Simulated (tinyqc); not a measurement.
# Electron continuity equation in a given potential, Scharfetter-Gummel discretisation: three discretisations compared

Steady state in one dimension: J = q mu n E + q D dn/dx with E = -dpsi/dx and D = mu Vt, dJ/dx = q (n/tau - G), fixed densities nL and nR at the ends. The potential is given, psi = 0 for x < L/2 and U (2 x/L - 1) beyond, and is not changed by the electrons.

8 equal intervals. Fluxes J_i = (q D/h)(n_(i+1) P_i - n_i Q_i), d_i = (psi_(i+1) - psi_i)/Vt: Scharfetter-Gummel P = B(d), Q = B(-d), B(d) = d/(exp(d) - 1); central P = 1 - d/2, Q = 1 + d/2; upwind P = 1 + max(-d, 0), Q = 1 + max(d, 0). Balance at each inner node: J_i - J_(i-1) = q h (n_i/tau - G). The reference is Scharfetter-Gummel on 1600 intervals.

Values chosen for this exercise; mobility close to that of silicon at room temperature:
- T = 400 K (temperature)
- mu = 1340 cm^2/(V s) (electron mobility)
- L = 2.9 um (length of the region)
- nL = 6.4e15 cm^-3 (density at x = 0)
- nR = 0 cm^-3 (density at x = L)
- tau = 1.1e-9 s (lifetime)
- G = 0 cm^-3 s^-1 (uniform generation rate)
- U = 0.44 V (potential difference psi(L) - psi(0))

Constants: q = 1.602176634e-19 C, kB = 1.380649e-23 J/K, Vt = kB T/q. Results are converted to the units shown.

Densities (cm^-3):
```
node  Scharfetter-Gummel   central    upwind  reference
0               6.400e15  6.400e15  6.400e15   6.400e15
1               4.761e15  4.761e15  4.761e15   4.761e15
2               3.246e15  3.246e15  3.245e15   3.245e15
3               1.815e15  1.814e15  1.813e15   1.814e15
4               4.302e14  4.299e14  4.281e14   4.292e14
5               4.267e14  4.325e14  4.205e14   4.257e14
6               4.226e14  4.025e14  3.993e14   4.216e14
7               4.029e14  5.157e14  3.208e14   4.019e14
8                      0         0         0          0
```

What does the table show?

Largest errors as a share of the largest reference density listed: Scharfetter-Gummel 0.016 %, central 1.8 %, upwind 1.3 %. The largest |d| is 3.19. Central differences oscillate from node to node, since P or Q changes sign once |d| exceeds 2. Upwinding stays positive but acts as if D were larger by the factor 1 + |d|/2, up to 2.60 here.

Computed by the program tinyqc: `OMP_NUM_THREADS=1 python tinyqc.py 2220138 2220139 out.jsonl`, one thread of a shared Intel Xeon 2.30GHz, about 0.01 s for the whole run.
